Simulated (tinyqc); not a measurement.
RHF in the 3-21g basis, for H3+, spin multiplicity 1, step by step. One step of it, computed by the program tinyqc.

Question. Iteration 4: diagonalisation and new density. Diagonalise F' = X^T F X, C = X C', fill 1 alpha and 1 beta electrons from the bottom; D = 2 C_occ C_occ^T. Each column has its largest component positive (the first on a tie).

extrapolated F (hartree), order 1H 1s, 1H 2s, 2H 1s, 2H 2s, 3H 1s, 3H 2s:
```
[[-0.560081, -0.926574, -0.702211, -0.767752, -0.667164, -0.748871],
 [-0.926574, -0.874574, -0.686471, -0.748119, -0.661530, -0.738086],
 [-0.702211, -0.686471, -0.301355, -0.709911, -0.277015, -0.452074],
 [-0.767752, -0.748119, -0.709911, -0.689506, -0.443931, -0.576066],
 [-0.667164, -0.661530, -0.277015, -0.443931, -0.279838, -0.692647],
 [-0.748871, -0.738086, -0.452074, -0.576066, -0.692647, -0.680335]]
```

X, order 1H 1s, 1H 2s, 2H 1s, 2H 2s, 3H 1s, 3H 2s:
```
[[1.295796, -0.553899, -0.156914, 0.089906, -0.132986, 0.079571],
 [-0.553899, 3.081386, -0.010431, -1.246254, -0.017713, -1.181543],
 [-0.156914, -0.010431, 1.273633, -0.465549, 0.057235, 0.048605],
 [0.089906, -1.246254, -0.465549, 2.001121, 0.048154, 0.184794],
 [-0.132986, -0.017713, 0.057235, 0.048154, 1.265445, -0.464902],
 [0.079571, -1.181543, 0.048605, 0.184794, -0.464902, 1.940562]]
```

Give: F' = X^T F X; orbital energies; coefficients C; D after iteration 4.

Answer.

F' = X^T F X (hartree):
```
[[0.241, -0.657, -0.478, -0.107, -0.440, -0.110],
 [-0.657, 0.067, -0.151, -0.199, -0.153, -0.194],
 [-0.478, -0.151, 0.338, -0.572, 0.065, -0.063],
 [-0.107, -0.199, -0.572, -0.010, -0.063, -0.127],
 [-0.440, -0.153, 0.065, -0.063, 0.327, -0.567],
 [-0.110, -0.194, -0.063, -0.127, -0.567, -0.016]]
```

orbital energies (hartree): [-1.153, -0.322, -0.011, 0.536, 0.703, 1.194]

coefficients C, order 1H 1s, 1H 2s, 2H 1s, 2H 2s, 3H 1s, 3H 2s:
```
[[0.359, -0.009, 0.218, -0.758, -0.009, -1.136],
 [0.299, -0.018, 2.586, 1.655, 0.011, 1.798],
 [0.232, -0.280, -0.027, -0.581, 0.832, 0.841],
 [0.103, -0.697, -1.696, -0.113, -1.061, -1.144],
 [0.224, 0.287, -0.019, -0.519, -0.938, 0.747],
 [0.103, 0.742, -1.577, -0.184, 1.132, -1.028]]
```

D after iteration 4, order 1H 1s, 1H 2s, 2H 1s, 2H 2s, 3H 1s, 3H 2s:
```
[[0.258, 0.214, 0.166, 0.074, 0.161, 0.074],
 [0.214, 0.178, 0.138, 0.061, 0.134, 0.062],
 [0.166, 0.138, 0.107, 0.048, 0.104, 0.048],
 [0.074, 0.061, 0.048, 0.021, 0.046, 0.021],
 [0.161, 0.134, 0.104, 0.046, 0.100, 0.046],
 [0.074, 0.062, 0.048, 0.021, 0.046, 0.021]]
```
